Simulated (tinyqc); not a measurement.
# Drift layer from breakdown voltage and on-resistance

Inverse problem. An ideal drift layer with a triangular field at breakdown has BV = Ec W/2, N = eps0 eps_r Ec/(q W) and Ron = W/(q mu N). Find Ec, W and N.

Inputs (values chosen for the exercise):
- eps_r = 9.75 (relative permittivity)
- mu = 860 cm^2/(V s) (electron mobility of the drift layer)

Constants: q = 1.602176634e-19 C, eps0 = 8.8541878128e-14 F/cm where lengths are in cm. Results are converted to the units shown.

BV = 2274.7935 V
Ron = 1.3764949 mohm cm^2

Solution. Eliminating W and N gives Ron = 4 BV^2/(eps0 eps_r mu Ec^3), which yields Ec.

Ec = 2.73e3 kV/cm
W = 16.7 um
N = 8.80e15 cm^-3

Program tinyqc, `OMP_NUM_THREADS=1 python tinyqc.py 2120140 2120141 out.jsonl`; Intel Xeon 2.30GHz, shared host, one thread, about 0.1 s.
